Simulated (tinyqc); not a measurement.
# Implant damage, amorphisation by cascade overlap, and solid-phase epitaxial regrowth, step by step

A worked calculation. Computed by tinyqc, a small Python program that keeps every step. Command: `OMP_NUM_THREADS=1 python tinyqc.py 3113657 3113658 out.jsonl sper walk`. One thread of a shared host (Intel(R) Xeon(R) Processor @ 2.30GHz), about 0.01 s of CPU time with the checks. Intermediate numbers are printed to about 5 digits and carried at full precision; extremes and crossings named in words are read from the listed rows.

Range and width of the damage are inputs. Dynamic annealing enters only through the surviving share f.

Inputs (values chosen for the exercise, modelled on germanium ions in silicon):
```
quantity                            value    unit
atomic density N                     49.9  1/nm^3
ion Z1                                 32       -
ion mass M1                          72.6       u
target Z2                              14       -
target mass M2                      28.09       u
ion energy E                           60     keV
displacement energy E_d                15      eV
depth of the damage peak R_d           42      nm
width of the damage profile s_d        22      nm
share of defects that survive f      0.92       -
critical displaced share x_c         0.14       -
dose Q                            1.6e+15  1/cm^2
overlaps needed n                       1       -
area amorphised by one track A_i      1.3    nm^2
regrowth prefactor v0             5.2e+15    nm/s
regrowth energy E_a                  2.69      eV
anneal temperature                    535       C
rate relative to (100)                  1       -
peak enhancement by the dopant        3.2       -
ramp rate                              98     K/s
```

Constants: a_0 = 0.529177210903 angstrom; e^2/(4 pi eps_0) = 14.39964548 eV angstrom; k_B = 8.617333262e-05 eV/K.

## Damage energy and displacements per ion

Robinson partition: eps = E a M2/(Z1 Z2 (e^2/(4 pi eps_0)) (M1 + M2)), a = 0.8853 a_0/sqrt(Z1^(2/3) + Z2^(2/3)); k = 0.0793 Z1^(2/3) Z2^(1/2) (M1 + M2)^(3/2)/((Z1^(2/3) + Z2^(2/3))^(3/4) M1^(3/2) M2^(1/2)); damage energy T_d = E/(1 + k (eps + 0.40244 eps^(3/4) + 3.4008 eps^(1/6))); displacements nu = 0.8 T_d/(2 E_d).

reduced energy eps = 0.30496

k = 0.11581

damage energy T_d = 43.555 keV

T_d/E = 0.72591

displacements per ion nu = 1161.5

27 % of the energy goes to electrons.

## The amorphous layer

Displaced share x(z) = f nu Q exp(-(z - R_d)^2/(2 s_d^2))/(sqrt(2 pi) s_d N); the layer is amorphous where x > x_c, between R_d -/+ s_d sqrt(2 ln(x_max/x_c)), the upper edge being cut at the surface. Threshold dose Q_c = Q x_c/x_max.

peak displaced share x_max = 6.2129

threshold dose Q_c = 3.6054e+13 1/cm^2

upper edge = 0 nm

lower edge = 102.59 nm

The layer reaches the surface. Caution: x above 1 counts atoms displaced more than once.

## Damage left below the interface

Displaced atoms per area beyond the lower edge z2: f nu Q (1/2) erfc((z2 - R_d)/(sqrt2 s_d)); they are not removed by regrowth.

share of the damage beyond z2 = 0.0029420

displaced atoms beyond z2 = 5.0298e+15 1/cm^2

## Layer against dose

The formulas are those given above.

Dose series; the last column is f nu Q erfc((z2 - R_d)/(sqrt2 s_d))/2:
```
Q (1/cm^2)   x_max  upper edge (nm)  lower edge (nm)  displaced atoms beyond z2 (1/cm^2)
3.97e+13    0.1542           32.343            51.66                          1.4014e+16
5.41e+13    0.2101           22.180            61.82                          1.0626e+16
9.01e+13    0.3499           12.224            71.78                          8.4680e+15
1.44e+14    0.5592            5.387            78.61                          7.3911e+15
2.52e+14    0.9785            0.000            85.38                          6.5444e+15
4.33e+14    1.6814            0.000            91.05                          5.9614e+15
9.01e+14    3.4987            0.000            97.82                          5.3803e+15
1.80e+15    6.9896            0.000           103.53                          4.9662e+15
```

A dose 45 times larger moves the lower edge from 51.7 to 104 nm, as the root of a logarithm, and the damage beyond it falls by a factor 2.8, since the edge lies on an ever steeper tail. The layer reaches the surface at Q_c exp(R_d^2/(2 s_d^2)) = 2.23e14 per cm^2.

## Overlap model

Gibbons model: a point turns amorphous after n + 1 hits; with y = A_i Q the amorphous share is 1 - exp(-y) sum_(k=0..n) y^k/k!. Doses are set by y.

Amorphous share:
```
y    Q (1/cm^2)  direct impact (n = 0)  given n
0.1  7.6923e+12                0.09516  0.00468
0.3  2.3077e+13                0.25918  0.03694
0.6  4.6154e+13                0.45119  0.12190
1.0  7.6923e+13                0.63212  0.26424
2.0  1.5385e+14                0.86466  0.59399
3.0  2.3077e+14                0.95021  0.80085
5.0  3.8462e+14                0.99326  0.95957
8.0  6.1538e+14                0.99966  0.99698
```

At small y the share grows as y^2; between the first rows the exponent is 1.88.

## Isothermal regrowth

v = v0 x orientation factor x exp(-E_a/(k_B T)) x [1 + (enhancement - 1) exp(-(z - R_d)^2/(2 s_d^2))], T = anneal temperature + 273.15 K; the dopant is taken to follow the damage profile; the lower front moves from the lower edge z2 to the surface, or to the middle (z1 + z2)/2 of a buried layer with upper edge z1; time = int dz/v; the equivalent undoped distance is that time times the undoped velocity.

undoped velocity = 0.087226 nm/s

distance to regrow = 102.59 nm

time without enhancement = 1176.2 s

equivalent undoped distance = 54.363 nm

time with enhancement = 623.24 s

The rate doubles for each 15 K or so near this temperature.

## Regrowth during a ramp

On a linear ramp from 200 C regrowth ends at the T_f where int v_undoped dT/(ramp rate) equals the equivalent undoped distance.

temperature at which regrowth ends = 733.01 C

Checks made by the program: tail against quadrature of x(z) N (relative difference below 1e-10).
